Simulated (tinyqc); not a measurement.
Hot electrons in a saturated n-channel MOSFET, lucky-electron model: one step of the calculation.

Beyond pinch-off the lateral field grows as Esat cosh(y/l) over the velocity-saturated region (pseudo-two-dimensional model). Impact ionisation in this region gives the substrate current, which biases the body forward through Rsub. Currents are per width. Local-field laws: they overstate ionisation when the field peak is narrower than an energy relaxation length.

Task. Body bias from the substrate current. Cox = 3.9 eps0/tox. Overdrive g = Vg - VT + kb Vb; Vdsat = g Esat L/(g + Esat L); Id = Cox vs (g - Vdsat); dV = Vd - Id Rd - Vdsat; Em = sqrt((dV/l)^2 + Esat^2); Isub = Id (Ai/Bi) l Em exp(-Bi/Em). Vb(new) = Rsub Isub.

Inputs (values chosen for the exercise); values close to those of silicon n-channel devices:
```
symbol,value,unit,meaning
L,0.35,um,channel length
tox,8.9,nm,oxide thickness
VT,0.46,V,threshold
vs,9.7e6,cm/s,saturation velocity
Ai,2e6,1/cm,ionisation prefactor
Bi,1.76,MV/cm,ionisation field
Rd,400,ohm um,resistance of the lightly doped drain
Rsub,4200,ohm um,substrate resistance
kb,0.46,,fall of VT per volt of forward body bias
Vd,2.5,V,drain voltage
Vg,1.6,V,gate voltage
```

Constants: eps0 = 8.8541878128e-14 F/cm where lengths are in cm. Results are converted to the units shown.

Vb at the start = 0 V
l = 56.603887 nm
Esat = 0.046190476 MV/cm

Wanted: Vdsat; Id; dV; Em; Isub; Vb after iteration 1.

Result.

Vdsat = 0.6686 V
Id = 177.4 uA/um
dV = 1.760 V
Em = 0.3144 MV/cm
Isub = 1.330 uA/um
Vb after iteration 1 = 0.005587 V

tinyqc, about 0.01 s, one thread, Intel Xeon 2.30GHz (shared host): `OMP_NUM_THREADS=1 python tinyqc.py 2550084 2550085 out.jsonl`
